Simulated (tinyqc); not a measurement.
Worked calculation: plane-wave Kohn-Sham cycle with exchange-only LDA in a layered model solid. One step of it, computed by the program tinyqc.

Task: Iteration 1: Hamiltonian at one k. H(m,m') = (k + G_m)^2/2 delta + V(G_m - G_m'), with V(-G) = V(G).

A solid whose potential varies along x alone (atomic units):
```
parameter                      value
period a                    6.000000
cross-section of the cell  27.000000
electrons per cell                 2
grid points                       16
plane waves -n..n, n               3
k points                           1
V1 in V1 cos(2 pi x/a)     -0.570000
```

V(G_m), m = 0, 1, 2, ... (hartree): -0.227595  -0.285000  0.000000  0.000000  0.000000  0.000000  0.000000

k = 0.000000 2 pi / a

Give: H.

Result:

H (hartree):
```
         -3       -2       -1       +0       +1       +2       +3
-3   4.7072  -0.2850   0.0000   0.0000   0.0000   0.0000   0.0000
-2  -0.2850   1.9657  -0.2850   0.0000   0.0000   0.0000   0.0000
-1   0.0000  -0.2850   0.3207  -0.2850   0.0000   0.0000   0.0000
+0   0.0000   0.0000  -0.2850  -0.2276  -0.2850   0.0000   0.0000
+1   0.0000   0.0000   0.0000  -0.2850   0.3207  -0.2850   0.0000
+2   0.0000   0.0000   0.0000   0.0000  -0.2850   1.9657  -0.2850
+3   0.0000   0.0000   0.0000   0.0000   0.0000  -0.2850   4.7072
```
